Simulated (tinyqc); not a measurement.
Changing the compound yield Y_c: Berg model of reactive sputtering of a nitride or oxide: poisoning, hysteresis and pumping speed. Computed by tinyqc, a small Python program. Command: `OMP_NUM_THREADS=1 python tinyqc.py 3011486 3011487 out.jsonl berg sweep`. One thread of a shared host (Intel(R) Xeon(R) Processor @ 2.30GHz), about 0.02 s of CPU time with the checks.

A diatomic gas reacts with bare metal on the target and on the collecting surfaces; ions remove metal and compound from the target. theta_t and theta_c are the compound fractions.

Inputs (values chosen for the exercise, close to those used for aluminium nitride):
```
quantity                          value     unit
ion current density J                11  mA/cm^2
target area A_t                     270     cm^2
collecting area A_c                2300     cm^2
metal yield Y_m                     0.8        -
sticking coefficient alpha         0.21        -
reactive atoms per metal atom z       1        -
gas mass M                           28        u
pumping speed S                    1300      l/s
gas temperature T                   300        K
reactive partial pressure P      0.0032       Pa
```

Constants: e = 1.602176634e-19 C; u = 1.6605390666e-27 kg; k_B = 1.380649e-23 J/K.

Method. Ion flux j = J/e; gas flux F = P/sqrt(2 pi M k_B T). Target: (2/z) alpha F (1 - theta_t) = j Y_c theta_t. Sputtered flows F_c = j Y_c theta_t A_t, F_m = j Y_m (1 - theta_t) A_t. Collector: (2/z) alpha F (1 - theta_c) A_c + F_c (1 - theta_c) = F_m theta_c. Gas use Q = alpha F [(1 - theta_t) A_t + (1 - theta_c) A_c] + P S/(k_B T); 1 sccm = 4.4780e17 molecules/s. Rate R = F_m + F_c, given relative to j Y_m A_t. P is a single-valued function of the flow Q only if dQ/dP > 0 everywhere: S must exceed k_B T times the steepest fall of the surface terms with P.

One run for each value; columns: (1) compound yield Y_c; (2) critical pumping speed (l/s); (3) rate relative to clean metal; (4) theta_t; (5) pressure of the steepest fall (Pa):
```
(1)       (2)      (3)      (4)       (5)
0.024  435.09  0.32000  0.70103  0.005055
0.037  383.50  0.42458  0.60333  0.006435
0.056  329.08  0.53386  0.50123  0.008175
0.087  266.86  0.64994  0.39278  0.010683
0.130  207.66  0.74698  0.30211  0.013879
0.200  143.81  0.83531  0.21959  0.018959
0.480   29.41  0.95802  0.10494  0.047450
```

Give the missing row, compound yield Y_c = 0.310.

Computed row; columns: (1) compound yield Y_c; (2) critical pumping speed (l/s); (3) rate relative to clean metal; (4) theta_t; (5) pressure of the steepest fall (Pa):
```
(1)      (2)      (3)      (4)       (5)
0.310  81.98  0.90589  0.15364  0.027714
```

Interpolating between the two neighbouring rows (the first column on a logarithmic scale, the others too where they are positive) misses most in critical pumping speed (l/s), by 21 %. Over the rows, critical pumping speed (l/s) falls from 435 to 29.4 (exponent d ln y / d ln x -0.29 between the first rows and -2.3 between the last); rate relative to clean metal rises from 0.320 to 0.958 (exponent d ln y / d ln x 0.65 between the first rows and 0.13 between the last); theta_t falls from 0.701 to 0.105 (exponent d ln y / d ln x -0.35 between the first rows and -0.87 between the last). The closer Y_c comes to Y_m, the less poisoning changes the metal supply.
